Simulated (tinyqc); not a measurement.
Random telegraph noise from one oxide trap in a small MOSFET: two steps of the calculation.

An acceptor-like trap exchanges electrons with the channel. Inversion charge Q = Cox u, u = n Vt W0(exp((Vg - VT)/(n Vt))), W0 the Lambert function, n = nf, Cox = eps0 eox/tox; linear regime Id = (W/L) mu Q Vd. Relative to threshold the surface potential rises by Vt ln(u/u0) and the oxide voltage by the rest of Vg - VT, with u0 = n Vt W0(1).

Inputs (values chosen for the exercise); values of the order met in silicon transistors:
```
symbol,value,unit,meaning
T,350,K,temperature
eox,8.74,,relative permittivity of the gate insulator (close to aluminium oxide)
tox,4.7,nm,insulator thickness
xt,0.64,nm,depth of the trap from the channel interface
E0,0.02,eV,trap level above the channel Fermi level at threshold
s0,1e-16,cm^2,capture prefactor
EB,0.22,eV,capture barrier (lattice relaxation)
lt,0.15,nm,tunnelling decay length
vth,1.8e7,cm/s,thermal velocity
zi,2.7,nm,thickness of the inversion layer
VT,0.21,V,threshold voltage
nf,1.19,,body factor
Vg,0.25,V,gate voltage
```

Constants: q = 1.602176634e-19 C, kB = 1.380649e-23 J/K, Vt = kB T/q, eps0 = 8.8541878128e-14 F/cm where lengths are in cm. Results are converted to the units shown.

Question 1. Trap level, time constants and occupancy. N = Cox u/q; dpsi = Vt ln(u/u0); E = E0 - dpsi - (xt/tox)(Vg - VT - dpsi); capture time tc = 1/[(N/zi) vth s0 exp(-xt/lt - EB/Vt)]; emission time te = tc exp(-E/Vt); occupancy te/(tc + te).

Give: u; N; dpsi; E; tc; te; occupancy.

Answer 1.

u = 0.03797 V
N = 3.903e11 cm^-2
dpsi = 0.01881 V
E = -0.001693 eV
tc = 4.033e-5 s
te = 4.266e-5 s
occupancy = 0.5140

The trap lies 0.056 Vt below the Fermi level, so it is filled 51.4 % of the time.

Question 2. Lorentzian spectrum. Spectrum S(f) = 4 dI^2/{(tc + te)[(1/tc + 1/te)^2 + (2 pi f)^2]}; corner fc = (1/tc + 1/te)/(2 pi); variance dI^2 tc te/(tc + te)^2. Give S at f = 0, at fc and at 10 fc.

tc = 4.0326935e-5 s
te = 4.2655547e-5 s
dI = 76.000177 nA

Wanted: fc; S(0); S(fc); S(10 fc); rms current.

Answer 2.

fc = 7677.8 Hz
S(0) = 1.1964e-19 A^2/Hz
S(fc) = 5.9819e-20 A^2/Hz
S(10 fc) = 1.1845e-21 A^2/Hz
rms current = 37.985 nA

The rms value is 0.500 of the step; it reaches its largest share, 1/2, when tc = te.

Range of the model: VT is taken as given; short-channel effects and the uneven flow of current among few electrons are left out.

Computed by the program tinyqc: `OMP_NUM_THREADS=1 python tinyqc.py 2710135 2710136 out.jsonl`, one thread of a shared Intel Xeon 2.30GHz, about 0.01 s for the whole run.
